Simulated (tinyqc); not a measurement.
Free and trapped electrons in a MOS channel with a dense trap tail: two steps of the calculation.

p-type body, charge-sheet picture, full ionisation (an idealisation for deep acceptors), Boltzmann statistics for free electrons. e = Ec - EF at the surface. Acceptor-like traps of density D(E) = D0 + De exp(-E/Ew) at depth E below Ec, from 0 to Eu, hold n_t = integral of D(E)/(1 + exp((e - E)/Vt)). psi = Eg - Vt ln(Nv/Na) - e; N_dep = sqrt(2 eps0 eps_r Na (psi - Vt)/q); n_f = sqrt(N_dep^2 + 2 eps0 eps_r Vt Nc exp(-e/Vt)/q) - N_dep; Vg = Vfb + psi + q (N_dep + n_t + n_f)/Cox, Cox = eps0 eox/tox.

Inputs (values chosen for the exercise); band and dielectric values close to those of silicon: temperature T = 300 K; band gap Eg = 1.13 eV; relative permittivity eps_r = 11.6; conduction-band density of states at T Nc = 2.76e19 cm^-3; valence-band density of states at T Nv = 2.6e19 cm^-3; relative permittivity of the insulator eox = 3.9; insulator thickness tox = 46 nm; acceptor density Na = 8.5e16 cm^-3; flat-band voltage without trapped charge Vfb = -0.87 V; constant background density of acceptor-like traps D0 = 2.2e11 cm^-2 eV^-1; density of the tail at the conduction edge De = 5.1e13 cm^-2 eV^-1; decay energy of the tail Ew = 0.07 eV; depth below Ec down to which the traps reach Eu = 0.9 eV; mobility of free electrons mf = 150 cm^2/(V s); Ec - EF at the surface e = 0.103 eV.

Constants: q = 1.602176634e-19 C, kB = 1.380649e-23 J/K, Vt = kB T/q, eps0 = 8.8541878128e-14 F/cm where lengths are in cm. Results are converted to the units shown.

Problem 1. Trapped charge. Trapezoid rule on 15 equal steps from 0 to Eu, f = 1/(1 + exp((e - E)/Vt)).

Give: E; D(E) f; n_t.

Solution 1.

| point | E (eV) | D(E) f (cm^-2 eV^-1) |
|---|---|---|
| 0 | 0 | 9.356e11 |
| 1 | 0.06000 | 3.483e12 |
| 2 | 0.1200 | 6.195e12 |
| 3 | 0.1800 | 3.918e12 |
| 4 | 0.2400 | 1.865e12 |
| 5 | 0.3000 | 9.215e11 |
| 6 | 0.3600 | 5.179e11 |
| 7 | 0.4200 | 3.464e11 |
| 8 | 0.4800 | 2.736e11 |
| 9 | 0.5400 | 2.428e11 |
| 10 | 0.6000 | 2.297e11 |
| 11 | 0.6600 | 2.241e11 |
| 12 | 0.7200 | 2.217e11 |
| 13 | 0.7800 | 2.207e11 |
| 14 | 0.8400 | 2.203e11 |
| 15 | 0.9000 | 2.201e11 |

n_t = 1.167e12 cm^-2

Problem 2. Charges and gate voltage. psi, N_dep, n_f and Vg as defined, with the n_t given; free share n_f/(n_f + n_t); apparent mobility mf n_f/(n_f + n_t); gate voltage spent on traps q n_t/Cox.

n_t = 1.1674830e12 cm^-2

Find: psi; N_dep; n_f; Vg; free share; apparent mobility; gate voltage spent on traps.

Solution 2.

psi = 0.87904 V
N_dep = 9.6426e11 cm^-2
n_f = 8.4556e10 cm^-2
Vg = 4.7393 V
free share = 6.7535 %
apparent mobility = 10.130 cm^2/(V s)
gate voltage spent on traps = 2.4918 V

tinyqc, about 0.02 s, one thread, Intel Xeon 2.30GHz (shared host): `OMP_NUM_THREADS=1 python tinyqc.py 2222169 2222170 out.jsonl`
